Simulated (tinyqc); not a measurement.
Isochronal anneals: hydrogen passivation of interface dangling bonds: competing passivation and dissociation with distributed barriers. Computed by tinyqc, a small Python program. Command: `OMP_NUM_THREADS=1 python tinyqc.py 3018280 3018281 out.jsonl passiv walk`. One thread of a shared host (Intel(R) Xeon(R) Processor @ 2.30GHz), about 0.02 s of CPU time with the checks.

P_b + H2 gives P_bH + H at the rate k_f [H2]; P_bH gives P_b + H at the rate k_d. All defects start unpassivated. E_f and E_d are Gaussian and independent.

Inputs (values chosen for the exercise, close to those used for P_b centres at the silicon-oxide interface):
```
quantity,value,unit
passivation prefactor k_f0,5.2e-08,cm^3/s
mean passivation barrier E_f,1.62,eV
spread sigma_f,0.093,eV
dissociation prefactor k_d0,1.3e+12,1/s
mean dissociation barrier E_d,2.84,eV
spread sigma_d,0.047,eV
"H2 in the oxide per atm, solubility factor",3.5e+17,1/(cm^3 atm)
hydrogen pressure p,0.03,atm
anneal time t,400,s
```

Constants: k_B = 8.617333262e-05 eV/K.

Method:
- [H2] = solubility factor x p; a = k_f0 [H2] exp(-E_f/(k_B T)), d = k_d0 exp(-E_d/(k_B T)). For one pair of barriers the active share is y = [d + a exp(-(a + d) t)]/(a + d).
- Temperatures in kelvin are T(C) + 273.15.
- Average y over both Gaussians with 40 x 40 Gauss-Hermite points.
- Minimise the averaged y over T between 150 and 900 C: find where ln y is equal at T - 0.05 and T + 0.05 C; T is rounded to 0.1 C.

best temperature = 615.3 C

Active share after the time t:
```
T (C),a (1/s),d (1/s),single barriers,distributed
200,3.0317e-09,7.3039e-19,1.0000e+00,9.9998e-01
250,1.3517e-07,5.6851e-16,9.9995e-01,9.9955e-01
300,3.1069e-06,1.3851e-13,9.9876e-01,9.9323e-01
350,4.3182e-05,1.3970e-11,9.8288e-01,9.4262e-01
400,4.0596e-04,7.1002e-10,8.5011e-01,7.4020e-01
450,2.7995e-03,2.0961e-08,3.2634e-01,3.7430e-01
500,1.5039e-02,3.9940e-07,2.4664e-03,9.5954e-02
600,2.4358e-01,5.2675e-05,2.1621e-04,1.0181e-03
700,2.2258e+00,2.5472e-03,1.1431e-03,2.4492e-03
800,1.3467e+01,5.9786e-02,4.4198e-03,8.1470e-03
```

What does the comparison show, and why?

The distributed share is least at 600 C among these rows, 0.0010, and the search puts the optimum at 615.3 C. On the cold side defects with high E_f survive; on the hot side dissociation, with the larger barrier, gains on passivation with an energy E_d - E_f = 1.22 eV. In that row single barriers give 2.2e-4, so the spread raises the floor. Caution: atomic hydrogen, which both passivates and depassivates, and further passivation during cooling are left out. Caution: shares below about 1e-3 in these rows are formal; measured passivation levels off well above them.

Extremes, crossings and ranges named in words are read from the listed rows.
